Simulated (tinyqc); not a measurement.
Strain dependence: valley-orbit splitting of a donor ground state, with strain. Computed by tinyqc, a small Python program. Command: `OMP_NUM_THREADS=1 python tinyqc.py 3023910 3023911 out.jsonl valleyorbit walk`. One thread of a shared host (Intel(R) Xeon(R) Processor @ 2.30GHz), about 0.01 s of CPU time with the checks.

The basis is the 1s envelope in each valley; energies are counted from the unstrained conduction-band edge. The strain is e_s (a a^T - 1/3) for the unit stress axis a, so valley j along n_j moves by Xi_u e_s w_j with w_j = (n_j.a)^2 - 1/3: +1/6 for x and y, -1/3 for z. The splitting at the zone boundary that a [110] shear adds for <100> valleys is left out.

Inputs (values chosen for the exercise, modelled on donors in silicon):
```
quantity                             value  unit
single-valley binding energy E_0      31.9   meV
central-cell shift Lambda             5.39   meV
coupling Delta_1                      1.84   meV
coupling Delta_2                      1.21   meV
shear deformation potential Xi_u      8.32    eV
shear strain e_s                  -0.00016     -
```

Valleys: six along <100>. Stress axis: [110].

Method:
- By symmetry: E(A1) = E_0 + Lambda + 4 Delta_1 + Delta_2 (one state), E(T2) = E_0 + Lambda - Delta_2 (three), E(E) = E_0 + Lambda - 2 Delta_1 + Delta_2 (two), as binding energies.
- H_jj = -(E_0 + Lambda) + Xi_u e_s w_j; H_jk = -Delta_2 between opposite valleys and -Delta_1 between perpendicular ones.
- The contact hyperfine ratio is A/A_0 = (sum_j c_j)^2/(number of valleys), c_j the valley amplitudes of the ground state; binding from the lowest valley edge.

E(A1) = 45.86 meV

Against strain:
```
e_s        Xi_u e_s (w_max - w_min) (meV)  binding (meV)  gap to next level (meV)    A/A_0
-0.001300                        -5.40800         44.545                   8.4649  0.96472
-0.000480                        -1.99680         45.270                   9.1896  0.99366
-0.000160                        -0.66560         45.647                   9.5669  0.99923
-0.000048                        -0.19968         45.794                   9.7142  0.99993
0.000048                          0.19968         45.728                   9.6477  0.99993
0.000160                          0.66560         45.425                   9.3454  0.99916
0.000480                          1.99680         44.614                   8.5335  0.99197
0.001300                          5.40800         42.912                   6.8315  0.93774
```

What follows from these numbers?

A/A_0 falls for either sign of strain, to 0.965 and 0.938 at the ends; its limits are the shares of the valleys that end up lowest, 4/6 under compression and 2/6 under tension. Near zero strain A/A_0 changes in second order, the binding in first. The binding energy drops from 45.86 meV to 44.54 and 42.91 meV, since fewer valleys share the valley-orbit gain.

Extremes, crossings and ranges named in words are read from the listed rows.
